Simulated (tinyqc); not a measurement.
Empirical pseudopotential in a few plane waves, step by step. One step of it, computed by the program tinyqc.

Task: Levels at k. Diagonalise the Hermitian matrix.

H(k) at k (eV):
```
                     +0+0+0               -1-1-1               -1-1+1               -1+1-1
+0+0+0             0.613959   1.847170+0.673447i  -1.847170+0.673447i  -1.847170+0.673447i
-1-1-1   1.847170-0.673447i            16.423698   0.000000-0.857159i   0.000000-0.857159i
-1-1+1  -1.847170-0.673447i   0.000000+0.857159i            10.689596             0.163268
-1+1-1  -1.847170-0.673447i   0.000000+0.857159i             0.163268            13.966226
-1+1+1  -1.847170+0.673447i            -0.163268   0.000000+0.857159i   0.000000+0.857159i
+1-1-1  -1.847170-0.673447i   0.000000+0.857159i             0.163268             0.163268
+1-1+1  -1.847170+0.673447i            -0.163268   0.000000+0.857159i             0.000000
+1+1-1  -1.847170+0.673447i            -0.163268             0.000000   0.000000+0.857159i
+1+1+1   1.847170+0.673447i             0.000000            -0.163268            -0.163268
-2+0+0   0.000000-0.857159i  -1.847170+0.673447i  -1.847170-0.673447i  -1.847170-0.673447i
+0-2+0   0.000000-0.857159i  -1.847170+0.673447i  -1.847170-0.673447i   0.557999-0.153931i
+0+0-2   0.000000-0.857159i  -1.847170+0.673447i   0.557999-0.153931i  -1.847170-0.673447i
+0+0+2   0.000000+0.857159i  -0.557999-0.153931i   1.847170+0.673447i  -0.557999+0.153931i
+0+2+0   0.000000+0.857159i  -0.557999-0.153931i  -0.557999+0.153931i   1.847170+0.673447i
+2+0+0   0.000000+0.857159i  -0.557999-0.153931i  -0.557999+0.153931i  -0.557999+0.153931i

                     -1+1+1               +1-1-1               +1-1+1               +1+1-1
+0+0+0  -1.847170-0.673447i  -1.847170+0.673447i  -1.847170-0.673447i  -1.847170-0.673447i
-1-1-1            -0.163268   0.000000-0.857159i            -0.163268            -0.163268
-1-1+1   0.000000-0.857159i             0.163268   0.000000-0.857159i             0.000000
-1+1-1   0.000000-0.857159i             0.163268             0.000000   0.000000-0.857159i
-1+1+1             8.232123             0.000000             0.163268             0.163268
+1-1-1             0.000000            17.570519   0.000000-0.857159i   0.000000-0.857159i
+1-1+1             0.163268   0.000000+0.857159i            11.836416             0.163268
+1+1-1             0.163268   0.000000+0.857159i             0.163268            15.113046
+1+1+1   0.000000+0.857159i            -0.163268   0.000000+0.857159i   0.000000+0.857159i
-2+0+0   1.847170-0.673447i   0.557999-0.153931i  -0.557999-0.153931i  -0.557999-0.153931i
+0-2+0  -0.557999-0.153931i  -1.847170-0.673447i   1.847170-0.673447i  -0.557999-0.153931i
+0+0-2  -0.557999-0.153931i  -1.847170-0.673447i  -0.557999-0.153931i   1.847170-0.673447i
+0+0+2  -1.847170+0.673447i  -0.557999+0.153931i  -1.847170+0.673447i   0.557999+0.153931i
+0+2+0  -1.847170+0.673447i  -0.557999+0.153931i   0.557999+0.153931i  -1.847170+0.673447i
+2+0+0   0.557999+0.153931i   1.847170+0.673447i  -1.847170+0.673447i  -1.847170+0.673447i

                     +1+1+1               -2+0+0               +0-2+0               +0+0-2
+0+0+0   1.847170-0.673447i   0.000000+0.857159i   0.000000+0.857159i   0.000000+0.857159i
-1-1-1             0.000000  -1.847170-0.673447i  -1.847170-0.673447i  -1.847170-0.673447i
-1-1+1            -0.163268  -1.847170+0.673447i  -1.847170+0.673447i   0.557999+0.153931i
-1+1-1            -0.163268  -1.847170+0.673447i   0.557999+0.153931i  -1.847170+0.673447i
-1+1+1   0.000000-0.857159i   1.847170+0.673447i  -0.557999+0.153931i  -0.557999+0.153931i
+1-1-1            -0.163268   0.557999+0.153931i  -1.847170+0.673447i  -1.847170+0.673447i
+1-1+1   0.000000-0.857159i  -0.557999+0.153931i   1.847170+0.673447i  -0.557999+0.153931i
+1+1-1   0.000000-0.857159i  -0.557999+0.153931i  -0.557999+0.153931i   1.847170+0.673447i
+1+1+1             9.378944  -0.557999-0.153931i  -0.557999-0.153931i  -0.557999-0.153931i
-2+0+0  -0.557999+0.153931i            15.850288             0.163268             0.163268
+0-2+0  -0.557999+0.153931i             0.163268            19.454581             0.163268
+0+0-2  -0.557999+0.153931i             0.163268             0.163268            22.731211
+0+0+2  -1.847170-0.673447i            -0.163268            -0.163268             0.000000
+0+2+0  -1.847170-0.673447i            -0.163268             0.000000            -0.163268
+2+0+0  -1.847170-0.673447i             0.000000            -0.163268            -0.163268

                     +0+0+2               +0+2+0               +2+0+0
+0+0+0   0.000000-0.857159i   0.000000-0.857159i   0.000000-0.857159i
-1-1-1  -0.557999+0.153931i  -0.557999+0.153931i  -0.557999+0.153931i
-1-1+1   1.847170-0.673447i  -0.557999-0.153931i  -0.557999-0.153931i
-1+1-1  -0.557999-0.153931i   1.847170-0.673447i  -0.557999-0.153931i
-1+1+1  -1.847170-0.673447i  -1.847170-0.673447i   0.557999-0.153931i
+1-1-1  -0.557999-0.153931i  -0.557999-0.153931i   1.847170-0.673447i
+1-1+1  -1.847170-0.673447i   0.557999-0.153931i  -1.847170-0.673447i
+1+1-1   0.557999-0.153931i  -1.847170-0.673447i  -1.847170-0.673447i
+1+1+1  -1.847170+0.673447i  -1.847170+0.673447i  -1.847170+0.673447i
-2+0+0            -0.163268            -0.163268             0.000000
+0-2+0            -0.163268             0.000000            -0.163268
+0+0-2             0.000000            -0.163268            -0.163268
+0+0+2            11.263006             0.163268             0.163268
+0+2+0             0.163268            14.539636             0.163268
+2+0+0             0.163268             0.163268            18.143929
```

Give: eigenvalues.

Result:

eigenvalues (eV): -2.654  6.109  7.729  8.040  11.440  12.172  13.616  13.727  14.972  16.448  17.955  18.780  20.874  21.771  24.827
